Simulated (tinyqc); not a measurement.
Band offset of a heterojunction with an interface dipole (two-band chains, self-consistent charge): sweeps and comparisons. A value that a table varies takes the place of the one given here.

Sites alternate A, C. Left: A at -G1/2, C at +G1/2, hopping -t1; right: A at D - G2/2, C at D + G2/2, hopping -t2; the bonds across the two interfaces of a ring (C left to A right, C right to A left) have -sqrt(t1 t2). D is the offset of the mid-gaps, so Ev(right) - Ev(left) = D - (G2 - G1)/2 and Ec(right) - Ec(left) = D + (G2 - G1)/2. The closing bond has its sign reversed (antiperiodic ring). Half the levels are filled with two electrons each. The charge moved is q = (electrons on the left) less one a site; the mean over the two interfaces, q/2, is taken as the charge that crosses each, and its dipole opposes the offset: D = D0 - u q/2.

From here on the ring has 24 cells a side.

Parameters, chosen for this exercise (gaps near those of Si and HfO2; the chains and D0 are free models, so the offsets are not those of the real pair; shifted at random, so the results belong to these values and not to a real crystal):
- G1 = 1.09 eV (gap on the left)
- G2 = 5.79 eV (gap on the right)
- t1 = 2.04 eV (hopping on the left)
- t2 = 1.7 eV (hopping on the right)
- u = 9 eV (potential step per electron moved across)
- D0 = -1.96 eV (mid-gap of the right side above that of the left, without dipole)

## Where the moved charge sits

D = -1.21575 eV

Electrons in cell k from an interface at the self-consistent D, less those at D = 0. Interface 1 joins C left to A right, interface 2 C right to A left. The decay lengths 1/(2 kappa a) are those of mid-gap states, cosh(kappa a) = 1 + G^2/(8 t^2).

Change of the electron count:
```
k  left of 1  right of 1  left of 2  right of 2
1   -0.03339     0.05702   -0.06169     0.10150
2   -0.01277     0.00218   -0.02241     0.00438
3   -0.00622     0.00009   -0.01055     0.00020
4   -0.00320     0.00000   -0.00533     0.00001
5   -0.00170     0.00000   -0.00279     0.00000
6   -0.00091     0.00000   -0.00149     0.00000
```

decay lengths (cells): left 1.877, right 0.324

Over six cells interface 1 moves -0.0582 electrons to the left side and +0.0593 to the right, interface 2 -0.1043 and +0.1061: each change is a dipole, and the two differ because the bonds join different sites. The first cells hold 77 % of it at interface 1. The tail is longer on the left, where the gap is smaller against the hopping: from k = 2 to 4 it falls by a factor 3.99, and pure mid-gap decay would give 2.9; the exponential carries a prefactor that falls as a power of the distance, so the first cells drop faster.

## Screening of the starting offset

chi = 0.126127 1/eV

D0 is varied; the self-consistent D is found by bisection. chi = dq/dD at D = 0; the linear rule is D = S D0 with S = 1/(1 + u chi/2). The gap of the junction closes (type III) at |D| = (G1 + G2)/2.

Against D0:
```
2 D0/(G1 + G2)  D0 (eV)  q at D0   D (eV)    D/D0  linear (eV)
-0.85            -2.924  -0.5652  -1.7569  0.6009      -1.8653
-0.55            -1.892  -0.2863  -1.1757  0.6214      -1.2070
-0.30            -1.032  -0.1375  -0.6531  0.6329      -0.6583
-0.15            -0.516  -0.0660  -0.3285  0.6367      -0.3292
0.10              0.344   0.0437   0.2193  0.6374       0.2194
0.25              0.860   0.1127   0.5456  0.6344       0.5486
0.50              1.720   0.2523   1.0736  0.6242       1.0972
0.80              2.752   0.5073   1.6641  0.6047       1.7556
0.95              3.268   0.7035   1.9372  0.5928       2.0848
```

D/D0 lies between 0.593 and 0.637, against S = 0.638 from chi at D = 0; the linear rule misses by at most 148 meV. q is odd in D. Less than half of the starting offset is screened, so the natural line-up still counts most.

## Wider gaps screen less

G2 is varied. chi = (q(+0.01) - q(-0.01))/0.02 at D = 0, S = 1/(1 + u chi/2).

Against G2:
```
G2 (eV)  chi (1/eV)       S
0.7         0.59903  0.2706
1.1         0.48899  0.3125
1.5         0.41383  0.3494
2.3         0.31360  0.4147
3.4         0.22777  0.4938
5.5         0.13486  0.6223
7.0         0.09642  0.6974
9.0         0.06399  0.7764
```

chi falls from 0.5990 to 0.0640 1/eV, a factor 9.4, and S rises from 0.271 to 0.776: charge crosses through the tails of states that tunnel into the other gap, and these shorten as the gap widens. u is kept fixed, though a wider gap also screens less and would raise it.

## What each parameter does

Self-consistent D by bisection, q there, and the two offsets. Each row changes one parameter from the base and keeps the others.

Results:
```
case             D (eV)        q  valence offset (eV)  conduction offset (eV)
base            -1.2158  -0.1654              -3.5658                  1.1342
G1 = 1.254 eV   -1.2293  -0.1624              -3.4973                  1.0387
G2 = 6.658 eV   -1.3017  -0.1463              -4.0857                  1.4823
t1 = 2.346 eV   -1.2076  -0.1672              -3.5576                  1.1424
t2 = 1.955 eV   -1.1997  -0.1690              -3.5497                  1.1503
D0 = -2.254 eV  -1.3861  -0.1929              -3.7361                  0.9639
u = 10.35 eV    -1.1538  -0.1558              -3.5038                  1.1962
```

The largest shifts from the base row, up to three for each result and ties (the steps differ in size, so this ranks the rows, not the parameters). D (eV): D0 -0.1703, G2 -0.0860, u +0.0620. q: D0 -0.0275, G2 +0.0191, u +0.0096. valence offset (eV): G2 -0.5200, D0 -0.1703, G1 +0.0684. conduction offset (eV): G2 +0.3480, D0 -0.1703, G1 -0.0956.

tinyqc: `OMP_NUM_THREADS=1 python tinyqc.py 1450710 1450711 out.jsonl`; about 0.5 s, one thread, shared Intel(R) Xeon(R) Processor @ 2.30GHz.
